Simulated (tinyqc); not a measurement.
Longitudinal sound in a periodic multilayer: transfer matrices, stop bands and folded phonons: one step, computed by the program tinyqc. Command: `OMP_NUM_THREADS=1 python tinyqc.py 3000181 3000182 out.jsonl multilayer walk`. One thread of a shared host (Intel(R) Xeon(R) Processor @ 2.30GHz), about 0.01 s of CPU time with the checks.

Layers 1 and 2 repeat with period d = d_1 + d_2; waves travel normal to the layers, without loss. State vector (u, s): displacement u and stress divided by omega. Impedances Z = rho v are in 1e6 kg/(m^2 s).

Task: Transmission through N periods. A layer maps (u, s) by [[cos p, sin p/Z], [-Z sin p, cos p]], p = 2 pi f d_i/v_i; one period is M = M_2 M_1, and cos(q d) = trace(M)/2. For N periods A = M^N. A wave comes from a thick layer of material 1 and leaves into the substrate (Z_s): transmitted power T = 4 Z_1 Z_s/|Z_1 A_22 + Z_s A_11 - i (Z_1 Z_s A_12 - A_21)|^2, reflected power R = 1 - T.

Inputs (values chosen for the exercise, modelled on silica (layer 1), tungsten (layer 2) and silicon (substrate)):

| quantity | value | unit |
|---|---|---|
| velocity v_1 | 5930 | m/s |
| thickness d_1 | 630 | nm |
| velocity v_2 | 5270 | m/s |
| thickness d_2 | 551 | nm |
| periods N | 5 | - |
| frequency f | 1.06 | GHz |

M:
```
           1           2
1  0.5290566  0.04267179
2  -56.14297   -2.638132
```

Z_2 = 101.711

Z_1 = 13.1646

Z of the substrate = 19.7043

Give: A = M^N; transmitted power T; T in decibel.

Result:

A = M^N:
```
        1       2
1   9.101  0.3176
2  -417.8  -14.47
```

transmitted power T = 0.004145

T in decibel = -23.82 dB
